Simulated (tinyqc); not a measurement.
FCI on RHF in the sto-3g basis, for H3-, spin multiplicity 1, step by step. The basis has no diffuse functions, so it cannot describe the extra electron: this is an exercise in the method, not the real anion. Computed by tinyqc, a small Python program that keeps every step (integrals from PySCF). Settings: charge = -1, multiplicity = 1, basis = sto-3g, method = RHF, energy threshold = 1e-10, iteration cap = 64, orthogonalisation = symmetric, start = core, DIIS depth = 6, ci = FCI. Command: `OMP_NUM_THREADS=1 python tinyqc.py 27418 27419 out.jsonl` (the two numbers bound the seeds that draw the settings). One thread of a shared host (Intel(R) Xeon(R) Processor @ 2.60GHz), about 0.06 s of CPU time with the checks. The early iterations of the SCF are left out here.

## One-electron integrals

Geometry (angstrom):
```
atom         x         y          z
H     0.000000  0.000000   0.000000
H     0.000000  0.000000   1.094000
H     0.000000  0.000000  -1.094000
```

Basis sto-3g: exponents (1/bohr^2) and contraction coefficients of normalised primitives:
```
element  l (shell)  exponent  coefficient
H            s (1)  3.425251     0.154329
H            s (1)  0.623914     0.535328
H            s (1)  0.168855     0.444635
```

Overlap, kinetic and nuclear-attraction integrals over the contracted functions; the nuclear repulsion is the sum of Za Zb / Rab.

nuclear repulsion = 1.20927151 hartree

overlap S, lower triangle:
```
          1H 1s     2H 1s     3H 1s
1H 1s  1.000000
2H 1s  0.442882  1.000000
3H 1s  0.442882  0.086866  1.000000
```

kinetic energy T (hartree), lower triangle:
```
          1H 1s      2H 1s     3H 1s
1H 1s  0.760032
2H 1s  0.080057   0.760032
3H 1s  0.080057  -0.011394  0.760032
```

nuclear attraction V (hartree), lower triangle:
```
           1H 1s      2H 1s      3H 1s
1H 1s  -2.173495
2H 1s  -0.823867  -1.941876
3H 1s  -0.823867  -0.149633  -1.941876
```

core Hamiltonian H = T + V (hartree), lower triangle:
```
           1H 1s      2H 1s      3H 1s
1H 1s  -1.413463
2H 1s  -0.743810  -1.181844
3H 1s  -0.743810  -0.161027  -1.181844
```

## Two-electron integrals

Functions are numbered as in S; the eight-fold symmetry (ij|kl) = (ji|kl) = (kl|ij) leaves the list below.

Two-electron integrals (ij|kl) in chemists' order, unique and non-zero (hartree):
```
(11|11) 0.774606   (21|11) 0.268046   (21|21) 0.122678   (22|11) 0.448511
(22|21) 0.268046   (22|22) 0.774606   (31|11) 0.268046   (31|21) 0.086743
(31|22) 0.142978   (31|31) 0.122678   (32|11) 0.050306   (32|21) 0.019825
(32|22) 0.038753   (32|31) 0.019825   (32|32) 0.003782   (33|11) 0.448511
(33|21) 0.142978   (33|22) 0.241454   (33|31) 0.268046   (33|32) 0.038753
(33|33) 0.774606
```

## Orthogonalisation

S = U s U^T; symmetric (Loewdin) form X = U s^(-1/2) U^T, so that X^T S X = 1.

eigenvalues of S: 0.415600  0.913134  1.671266

X, lower triangle:
```
           1H 1s     2H 1s     3H 1s
1H 1s   1.189254
2H 1s  -0.274282  1.090971
3H 1s  -0.274282  0.044486  1.090971
```

## Iteration 8 (converged): orbitals

converged F (hartree), lower triangle:
```
           1H 1s      2H 1s     3H 1s
1H 1s   0.113463
2H 1s  -0.231555   0.116210
3H 1s  -0.231555  -0.048390  0.116210
```

Diagonalise F' = X^T F X, C = X C', fill 2 alpha and 2 beta electrons from the bottom; D = 2 C_occ C_occ^T. Each column has its largest component positive (the first on a tie).

F' = X^T F X (hartree), lower triangle:
```
           1         2         3
1   0.472803
2  -0.405652  0.286613
3  -0.405652  0.106355  0.286613
```

orbital energies (hartree): MO1 -0.142180, MO2 0.180258, MO3 1.007952

coefficients C:
```
            MO1        MO2        MO3
1H 1s  0.527577   0.000000   1.134217
2H 1s  0.400007   0.739976  -0.748235
3H 1s  0.400007  -0.739976  -0.748235
```

D after iteration 8, lower triangle:
```
          1H 1s      2H 1s     3H 1s
1H 1s  0.556675
2H 1s  0.422069   1.415141
3H 1s  0.422069  -0.775118  1.415141
```

## Convergence

Stop when the energy changes by less than 1e-10 hartree and every element of the error matrix X^T (F D S - S D F) X is below 3e-06.

Course of the cycle:
```
iteration  E (hartree)     change  largest element of the error matrix
1          -1.25070982          -                             2.61e-01
2          -1.32060662  -6.99e-02                             3.19e-02
3          -1.32160994  -1.00e-03                             3.62e-05
4          -1.32160994  -1.06e-09                             1.57e-05
5          -1.32160994  -1.45e-10                             1.00e-05
6          -1.32160994  -4.58e-11                             7.36e-06
7          -1.32160994  -2.01e-11                             5.82e-06
8          -1.32160994  -3.35e-11                             5.90e-09
```

PySCF RHF in the same basis = -1.32160994 hartree

Converged in 8 iterations.

## Integrals over molecular orbitals

(pq|rs) = sum C_ip C_jq C_kr C_ls (ij|kl), one index at a time.

one-electron integrals over orbitals h = C^T H C (hartree), lower triangle:
```
           1          2          3
1  -1.451032
2   0.000000  -1.117927
3  -0.129642   0.000000  -0.797007
```

Two-electron integrals over orbitals (pq|rs), unique and non-zero (hartree):
```
(11|11) 0.531533    (21|21) 0.162185    (22|11) 0.469752    (22|22) 0.520868
(31|11) 0.077783    (31|22) -0.045636   (31|31) 0.138649    (32|21) -0.143130
(32|32) 0.145035    (33|11) 0.555299    (33|22) 0.489022    (33|31) 0.093286
(33|33) 0.610327
```

## FCI: determinants and Hamiltonian

Hartree-Fock energy = -1.32160994 hartree

Slater-Condon rules over spin orbitals, with the nuclear repulsion added and E(HF) subtracted on the diagonal. Only determinants linked to the reference directly or through others are kept (one block of an abelian symmetry group), so some states are absent.

Occupation strings over the orbitals (2 doubly, a alpha, b beta, 0 empty; spin orbitals ordered 1a 1b 2a 2b ...): 220 a2b b2a 202 022

H - E(HF) between determinants (hartree), lower triangle:
```
          220        a2b        b2a       202       022
220  0.000000
a2b  0.000000   0.733482
b2a  0.000000  -0.138649   0.733482
202  0.145035   0.143130  -0.143130  1.120565
022  0.138649   0.015502  -0.015502  0.162185  1.498225
```

## FCI: roots

Diagonalise (each vector has its largest component positive (the first on a tie)); all determinants have Ms = 0, so triplets appear too. The lowest singlet root is the correlation energy.

lowest roots of this matrix, relative to E(HF) (hartree): -0.028321  0.594833  0.758449  1.168321  1.592471

lowest vectors:
```
        root 1    root 2     root 3     root 4
220   0.989441  0.000000  -0.076686   0.044013
a2b   0.020251  0.707107   0.608585   0.345409
b2a  -0.020251  0.707107  -0.608585  -0.345409
202  -0.118993  0.000000  -0.493893   0.760813
022  -0.077635  0.000000   0.097146  -0.424985
```

<S^2> of these roots: 0.000000  2.000000  0.000000  0.000000  0.000000

weight of the ground state by excitation level 0, 1, 2, ...: 0.978993  0.000820  0.020187
